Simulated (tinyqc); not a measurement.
Modes across the composition range: two-mode optical phonons of a ternary alloy from two coupled oscillators. Computed by tinyqc, a small Python program. Command: `OMP_NUM_THREADS=1 python tinyqc.py 3028323 3028324 out.jsonl twomode walk`. One thread of a shared host (Intel(R) Xeon(R) Processor @ 2.30GHz), about 0.01 s of CPU time with the checks.

An alloy A(x)B(1-x)C has an A-C and a B-C bond oscillator. Each TO frequency moves linearly from the impurity mode (dilute end) to the TO of the pure crystal; each strength is proportional to the number of bonds.

Inputs (values chosen for the exercise, for a model alloy):
```
quantity                  value  unit
omega_TO of pure AC         427  1/cm
omega_LO of pure AC         460  1/cm
omega_TO of pure BC         352  1/cm
omega_LO of pure BC         387  1/cm
eps_inf of AC              8.65     -
eps_inf of BC              4.89     -
impurity mode of A in BC    400  1/cm
impurity mode of B in AC    345  1/cm
```

Method:
- omega_1 = (impurity mode of A) + x (omega_TO,AC - impurity mode of A); omega_2 = (impurity mode of B) + (1 - x)(omega_TO,BC - impurity mode of B); eps_inf = x eps_AC + (1 - x) eps_BC; strengths W_1 = x eps_AC (omega_LO,AC^2 - omega_TO,AC^2), W_2 = (1 - x) eps_BC (omega_LO,BC^2 - omega_TO,BC^2).
- eps(omega) = eps_inf + W_1/(omega_1^2 - omega^2) + W_2/(omega_2^2 - omega^2) = 0 is the eigenproblem of the matrix [[omega_1^2 + W_1/eps_inf, sqrt(W_1 W_2)/eps_inf], [sqrt(W_1 W_2)/eps_inf, omega_2^2 + W_2/eps_inf]] for omega_LO^2.
- The polar coupling of mode j is c_j = (u_j . sqrt(W))^2/(eps_inf^2 omega_j^2), u_j its eigenvector and omega_j here its LO frequency; the c_j add up to 1/eps_inf - 1/eps_s. Froehlich constant alpha_j = (e^2/(4 pi eps_0)) c_j k_j/(2 E_j), E_j = h c omega_j, k_j = sqrt(m* E_j/(hbar^2/(2 m_0))).

Frequencies (1/cm):
```
x     TO, A-C  TO, B-C  lower LO  upper LO  coupling share of the upper LO   eps_s
0.02   400.54   351.86    383.41    404.00                         0.24074  5.9979
0.10   402.70   351.30    375.53    413.50                         0.48147  6.3445
0.20   405.40   350.60    369.44    421.54                         0.59765  6.7733
0.35   409.45   349.55    362.86    430.92                         0.70424  7.4074
0.50   413.50   348.50    357.72    438.76                         0.78405  8.0311
0.65   417.55   347.45    353.38    445.73                         0.85296  8.6446
0.80   421.60   346.40    349.55    452.11                         0.91699  9.2484
0.90   424.30   345.70    347.21    456.13                         0.95857  9.6456
0.98   426.46   345.14    345.43    459.24                         0.99170  9.9604
```

What follows from these numbers?

The upper LO moves from 404.0 to 459.2 and the lower from 383.4 to 345.4 per cm. At each dilute end one LO-TO pair closes onto an impurity mode. The upper LO shifts by +0.49 per cm for each per cent of x near the middle, which is how Raman spectra measure composition. Its share of the polar coupling passes one half between x = 0.1 and 0.2.
